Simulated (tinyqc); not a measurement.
# Sheet resistance and contact resistivity from two gaps

Problem. A circular structure with r0 >> Lt has R = (Rsh/2 pi) [Lt (1/r0 + 1/r1) + ln(r1/r0)], r1 = r0 + sp, Lt = sqrt(rc/Rsh). Find Rsh, Lt and rc.

Inputs (values chosen for the exercise):
- r0 = 0.67 um (radius of the inner contact)

R at sp = 0.13 and 0.6 um (ohm): 54.920502  155.29881

Solution. R is linear in Rsh and Rsh Lt, so two gaps give both.

Rsh = 1400 ohm/sq
Lt = 0.02521 um
rc = 8.900e-9 ohm cm^2

tinyqc, about 0.01 s, one thread, Intel Xeon 2.30GHz (shared host): `OMP_NUM_THREADS=1 python tinyqc.py 2760019 2760020 out.jsonl`
